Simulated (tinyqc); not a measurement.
Stillinger-Weber potential for a tetrahedral semiconductor: one step, computed by the program tinyqc. Command: `OMP_NUM_THREADS=1 python tinyqc.py 3022917 3022918 out.jsonl swsi walk`. One thread of a shared host (Intel(R) Xeon(R) Processor @ 2.30GHz), about 0.04 s of CPU time with the checks.

With x = r/sigma: pair term eps A (B x^-4 - 1) exp(1/(x - a)); for each pair of neighbours j, k of atom i, three-body term eps lambda exp(gamma/(x_ij - a) + gamma/(x_ik - a)) (cos theta_jik + 1/3)^2; both vanish beyond x = a. A = 7.049556277, B = 0.6022245584, a = 1.8.

Task: A trimer. Atom 1 binds atoms 2 and 3 at the angle theta; the third side follows from the cosine rule. Sum the three pair terms and the three-body terms centred on each atom.

Inputs (values chosen for the exercise, modelled on silicon):
```
quantity                    value      unit
energy scale eps            2.284        eV
length scale sigma          2.083  angstrom
three-body strength lambda   20.9         -
gamma                         1.2         -
bond 1 of the trimer         2.51  angstrom
bond 2 of the trimer         2.43  angstrom
angle of the trimer theta     116   degrees
```

Give: distance 2-3; pair terms; three-body term at atom 1; three-body terms at atoms 2 and 3; energy of the trimer.

Result:

distance 2-3 = 4.1896 angstrom

pair terms (eV): 1-2 -2.1423, 1-3 -2.2409, 2-3 0.0000

three-body term at atom 1 = 0.010541 eV

three-body terms at atoms 2 and 3 = 0 eV

energy of the trimer = -4.3726 eV

The cut-off is 3.749 angstrom, so atoms 2 and 3 do not interact directly.
